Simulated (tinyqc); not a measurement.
Changing the roughness of the interface sigma_2: X-ray reflectivity of a thin film on silicon: critical angles, Parratt recursion, fringes and roughness. Computed by tinyqc, a small Python program. Command: `OMP_NUM_THREADS=1 python tinyqc.py 3121577 3121578 out.jsonl xrr sweep`. One thread of a shared host (Intel(R) Xeon(R) Processor @ 2.30GHz), about 0.01 s of CPU time with the checks.

n = 1 - delta + i beta; the classical electron radius is r_e = 2.8179403e-6 nm. Layer 0 is vacuum, 1 the film, 2 the substrate.

Inputs (values chosen for the exercise, modelled on ruthenium on silicon, copper K-alpha radiation):

| quantity | value | unit |
|---|---|---|
| wavelength lambda | 0.15406 | nm |
| film density rho | 13 | g/cm^3 |
| effective electrons per unit mass, film | 0.431 | mol/g |
| beta/delta, film | 0.091 | - |
| film thickness d | 3.14 | nm |
| roughness of the surface sigma_1 | 0.93 | nm |
| substrate density | 2.33 | g/cm^3 |
| effective electrons per unit mass, substrate | 0.507 | mol/g |
| beta/delta, substrate | 0.023 | - |
| grazing angle theta | 1.27 | degrees |

Constants: N_A = 6.02214076e+23 1/mol.

Method:
- delta = r_e lambda^2 rho_e/(2 pi), rho_e = density x electrons per mass x N_A; critical angle sqrt(2 delta), q_c = 4 sqrt(pi r_e rho_e).
- k_j = (2 pi/lambda) sqrt(sin^2 theta - 2 delta_j + 2 i beta_j); r_ij = (k_i - k_j)/(k_i + k_j) x exp(-2 k_i k_j sigma^2) (Nevot-Croce); r = (r_01 + r_12 p)/(1 + r_01 r_12 p), p = exp(2 i k_1 d); R = |r|^2.
- Far above the critical angle the period is d theta = lambda/(2 d), or 2 pi/d in q; the envelope runs between (|r_01| - |r_12 p|)^2 and (|r_01| + |r_12 p|)^2; contrast = 2 a b/(a^2 + b^2) with a = |r_01|, b = |r_12 p|; roughness factors on the amplitudes are about exp(-q^2 sigma^2/2).

One run for each value:

| roughness of the interface sigma_2 (nm) | contrast | roughness factor, interface | reflectivity R |
|---|---|---|---|
| 0.0 | 0.6253 | 1.000 | 7.222e-04 |
| 0.2 | 0.6545 | 0.937 | 6.365e-04 |
| 0.4 | 0.7435 | 0.770 | 4.384e-04 |
| 0.6 | 0.8822 | 0.555 | 2.450e-04 |
| 0.8 | 0.9955 | 0.351 | 1.296e-04 |
| 1.0 | 0.9104 | 0.195 | 9.040e-05 |
| 1.2 | 0.6021 | 0.095 | 9.084e-05 |
| 1.4 | 0.3019 | 0.041 | 1.011e-04 |
| 1.6 | 0.1262 | 0.015 | 1.090e-04 |

What does the table show?

Over the rows, contrast goes from 0.625 through a maximum among these rows, 0.996 at 0.800, to 0.126; roughness factor, interface falls from 1.00 to 0.0152; reflectivity R goes from 7.22e-4 through a minimum among these rows, 9.04e-5 at 1.00, to 1.09e-4.

Extremes, crossings and ranges named in words are read from the listed rows.
